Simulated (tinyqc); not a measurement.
# Worked calculation: admittance spectroscopy of a deep trap

Numbers from tinyqc (`OMP_NUM_THREADS=1 python tinyqc.py 2050101 2050102 out.jsonl`; about 0.01 s on one thread of a shared Intel Xeon 2.30GHz). Printed values are rounded.

Schottky contact on an n-type layer with shallow donors Nd (all ionised) and a donor-like deep trap, neutral when filled and positive when empty; depletion approximation. Traps within lam of the depletion edge stay filled. The traps at xt = W - lam, where the level crosses the Fermi level, follow a slow signal and not a fast one. w = 2 pi f.

Inputs (values chosen for the exercise); material values close to those of silicon:
```
symbol    value   unit                                      meaning
eps_r      11.6                               relative permittivity
Nc       2.8e19  cm^-3   conduction-band density of states at 300 K
vth       2.4e7   cm/s                    thermal velocity at 300 K
Nd         4e16  cm^-3                        shallow donor density
Vbi        0.59      V                             built-in voltage
Et          0.3     eV  depth of the trap below the conduction edge
sn      5.4e-16   cm^2                        capture cross-section
Nt       3.4e15  cm^-3                                 trap density
Vr            0      V                                 reverse bias
f         25000     Hz                             signal frequency
T           224      K                                  temperature
```

Constants: q = 1.602176634e-19 C, kB = 1.380649e-23 J/K, eps0 = 8.8541878128e-14 F/cm where lengths are in cm. Results are converted to the units shown.

## Widths and limiting capacitances

lam = sqrt(2 eps0 eps_r (EF - ET)/(q Nd)), EF - ET = Et - (kB T/q) ln(Nc(T)/Nd), Nc(T) = Nc (T/300 K)^1.5. In the steady state at the band bending V, 2 eps0 eps_r V/q = Nd W^2 + Nt (W - lam)^2 (the second term only if W > lam). V = Vbi + Vr. C_HF = eps0 eps_r/W, C_LF = eps0 eps_r (Nd + Nt)/(Nd W + Nt xt).

lam = 76.3790 nm
W = 136.400 nm
xt = 60.0210 nm
C_HF = 75.2996 nF/cm^2
C_LF = 78.7544 nF/cm^2

The step is 4.59 % of C_HF.

## Admittance at the signal frequency

Emission rate en = sn vth(T) Nc(T) exp(-Et/kB T) = sn g T^2 exp(-Et/kB T), g = vth Nc/(300 K)^2, as vth goes as T^0.5 and Nc as T^1.5 (degeneracy factor 1). Inflection frequency w0 = 2 en [1 + Nt xt/(Nd W)]; C = C_HF + (C_LF - C_HF)/(1 + (w/w0)^2), G/w = (C_LF - C_HF)(w/w0)/(1 + (w/w0)^2).

en = 36000.9 1/s
w0/(2 pi) = 11888.1 Hz
C = 75.9367 nF/cm^2
G/w = 1.33987 nF/cm^2

The signal is faster than the trap, which mostly does not follow it.
